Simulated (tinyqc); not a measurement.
## Gate work function from the charge

Problem. For an undoped double gate, Q = 8 eps0 eps_r Vt beta tan(beta)/ts with 0 < beta < pi/2, and at the source (Vg - dphi)/(2 Vt) - ln[(2/ts) sqrt(2 eps0 eps_r Vt/(q ni))] = ln(beta) - ln(cos beta) + 2 r beta tan(beta), r = eps_r tox/(eox ts). Find beta and dphi.

Values chosen for this exercise; material values close to those of gallium arsenide: temperature T = 273 K; relative permittivity of the semiconductor eps_r = 12.7; relative permittivity of the gate insulator eox = 21.1; insulator thickness tox = 5 nm; body thickness ts = 12 nm; gate voltage Vg = 1.25 V.

Constants: q = 1.602176634e-19 C, kB = 1.380649e-23 J/K, Vt = kB T/q, eps0 = 8.8541878128e-14 F/cm where lengths are in cm. Results are converted to the units shown.

Qs = 3677.7144 nC/cm^2
ni = 89321.557 cm^-3

Answer. beta tan(beta) rises from 0 without bound on the interval, so the charge fixes beta; the second relation is then explicit in dphi. At this charge the surface density passes 0.3 Nc, so the classical Boltzmann model is only formal.

beta = 1.50
dphi = -0.0900 V

Computed by the program tinyqc: `OMP_NUM_THREADS=1 python tinyqc.py 2440004 2440005 out.jsonl`, one thread of a shared Intel Xeon 2.30GHz, about 0.01 s for the whole run.
